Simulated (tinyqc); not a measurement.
Field-effect mobility of a thin-film transistor with band-tail and deep states (multiple trapping): one step, computed by the program tinyqc.

A thick film in accumulation at small drain voltage. Only free electrons move; trapped ones still screen the gate. N_c and mu_0 are held fixed when T changes, leaving out the T^(3/2) growth of N_c. x = E_0 - psi is the distance of the Fermi level below the band edge.

Problem. Free and trapped densities. F_j(eta) = int_0^infinity x^j/(1 + exp(x - eta)) dx, without a gamma-function factor. Integrals over x = E/(k_B T) use 160 Gauss-Legendre points in u = sqrt(x) from 0 to sqrt(max(eta, 0) + 32). Free n(x) = N_c (2/sqrt(pi)) F_1/2(-x/k_B T), with F_1/2 from its two-term series in exp(-x/k_B T) for x >= 12 k_B T; tail n_t(x) = int_0^1.2eV g_t exp(-E/E_t)/(1 + exp((x - E)/k_B T)) dE, E counted down from the edge, 120 Gauss-Legendre points; space charge rho(psi) = n + n_t less its value at psi = 0.

Inputs (values chosen for the exercise, modelled on nanocrystalline ZnO):

| quantity | value | unit |
|---|---|---|
| effective density of states N_c | 3.8e+18 | 1/cm^3 |
| tail density at the edge g_t | 2.2e+20 | 1/(eV cm^3) |
| tail width E_t | 37 | meV |
| temperature T | 350 | K |

Deep states: none.

Constants: k_B = 8.617333262e-05 eV/K.

Give: Local densities at x = 0.4, 0.3, 0.2, 0.15, 0.1, 0.05, 0 and -0.05 eV.

Solution.

Local densities at x = 0.4, 0.3, 0.2, 0.15, 0.1, 0.05, 0 and -0.05 eV:

| x (eV) | n (1/cm^3) | n_t (1/cm^3) | n/(n + n_t) |
|---|---|---|---|
| 0.40 | 6.6075e+12 | 7.0435e+14 | 0.00929 |
| 0.30 | 1.8196e+14 | 9.7214e+15 | 0.01837 |
| 0.20 | 5.0085e+15 | 1.2336e+17 | 0.03902 |
| 0.15 | 2.6231e+16 | 4.1118e+17 | 0.05997 |
| 0.10 | 1.3625e+17 | 1.2504e+18 | 0.09826 |
| 0.05 | 6.7985e+17 | 3.1812e+18 | 0.17608 |
| 0.00 | 2.9076e+18 | 5.8614e+18 | 0.33157 |
| -0.05 | 8.9203e+18 | 7.5185e+18 | 0.54264 |

E_t/k_B T = 1.23: deep in the tail n_t follows exp(-x/E_t), more slowly than n, so the free share grows as the Fermi level rises.
